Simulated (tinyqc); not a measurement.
Worked calculation: cylindrical quantum wire. Values are carried at full precision from step to step, so a last printed digit may differ when a step is redone from the rounded ones.

With hard walls E = c (x/R)^2/mw, x a zero of J_m: (1,0) 2.404826; (2,0) 5.520078; (1,1) 3.831706; (2,1) 7.015587; (1,2) 5.135622; (2,2) 8.417244; (1,3) 6.380162; (2,3) 9.761023.

Constants: hbar^2/2m0 = 3.80998211 eV angstrom^2.

Parameters, chosen for this exercise (near those of an InGaAs wire in InP; shifted at random, so the results belong to these values and not to a real crystal): R = 86 angstrom (radius); mw = 0.0419 m0 (mass inside); V0 = 0.262 eV (barrier height); mb = 0.0829 m0 (mass outside); E = 0.0429 eV (trial energy).

## Hard-wall levels

The six lowest of these, with their orbital degeneracy; c = hbar^2/2m0.

Hard walls:
```
state  degeneracy       x  E (eV)
(1,0)           1  2.4048  0.0711
(1,1)           2  3.8317  0.1805
(1,2)           2  5.1356  0.3243
(2,0)           1  5.5201  0.3746
(1,3)           2  6.3802  0.5005
(2,1)           2  7.0156  0.6051
```

The ballistic conductance steps are 2, 4, 4, 2 e^2/h as EF passes the first four edges (spin included, one valley). The real barrier, V0 = 0.262 eV, lies below 4 values at the end of the list.

## The matching condition at a trial energy

A cylinder of radius R, isotropic masses, c = hbar^2/2m0, k = sqrt(mw E/c), kappa = sqrt(mb (V0 - E)/c). State (n, m) is J_m(k r) inside and K_m(kappa r) outside; psi and psi'/m are continuous: (k/mw) J_m'(kR)/J_m(kR) = (kappa/mb) K_m'(kappa R)/K_m(kappa R).

Both sides for the lowest state, with J_0' = -J_1 and K_0' = -K_1.

k R = 1.8680
kappa R = 5.9379
left side = -1.0037 1/angstrom
right side = -0.9005 1/angstrom

The left side falls with E and the right side rises; here the left is the smaller, so the level lies below the trial energy.

## Bound levels

All roots below V0 for angular numbers 0 to 3, two each at most; the last column is the ratio to the hard-wall level.

Finite barrier:
```
state  degeneracy  E (eV)     k R  E/E(hard)
(1,0)           1  0.0409  1.8244      0.576
(1,1)           2  0.1047  2.9181      0.580
(1,2)           2  0.1859  3.8890      0.573
(2,0)           1  0.2177  4.2079      0.581
```

4 levels of these are bound; the lowest reaches 58 % of its hard-wall value.

## Checks

- Lowest level by radial finite differences against the matching condition, eV: both 0.0409.

Run: tinyqc, `OMP_NUM_THREADS=1 python tinyqc.py 1282454 1282455 out.jsonl`; Intel(R) Xeon(R) Processor @ 2.30GHz, one thread, shared host; about 0.04 s of CPU time with all checks.
